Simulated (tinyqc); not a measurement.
Cahn-Hilliard equation on a periodic one-dimensional grid: one step, computed by the program tinyqc.

Free energy F = h sum_j [A (c_j^2 - 1)^2/4 + (kappa/2) ((c_(j+1) - c_j)/h)^2]; dc/dt = Lap(mu), mu = A (c^3 - c) - kappa Lap(c), Lap(y)_j = (y_(j+1) - 2 y_j + y_(j-1))/h^2, mobility 1; the grid has n = 12 points.

Task: The first step. Start: c_j = c0 + amplitude x (z_j - mean of z). c(new) = c + dt Lap(mu).

Inputs (values chosen for the exercise, in reduced units):

| quantity | value | unit |
|---|---|---|
| spacing h | 1.1 | - |
| well depth A | 1.4 | - |
| gradient coefficient kappa | 1.5 | - |
| mean composition c0 | -0.25 | - |
| noise amplitude | 0.02 | - |
| time step dt | 0.049 | - |

Scheme: explicit Euler.

random numbers: 0.078  0.127  -0.516  -0.797  -0.775  -0.655  0.083  -0.386  0.669  0.318  -0.094  -0.369

Give: c at the start; mu at the start; c after one step; F at the start; F after one step.

Result:

c at the start: -0.2446  -0.2436  -0.2565  -0.2621  -0.2616  -0.2592  -0.2445  -0.2539  -0.2328  -0.2398  -0.2480  -0.2535

mu at the start: 0.3318  0.3380  0.3265  0.3342  0.3388  0.3232  0.3517  0.2947  0.3431  0.3179  0.3225  0.3142

c after one step: -0.2450  -0.2443  -0.2557  -0.2622  -0.2625  -0.2575  -0.2479  -0.2496  -0.2357  -0.2386  -0.2485  -0.2525

F at the start = 4.061

F after one step = 4.060
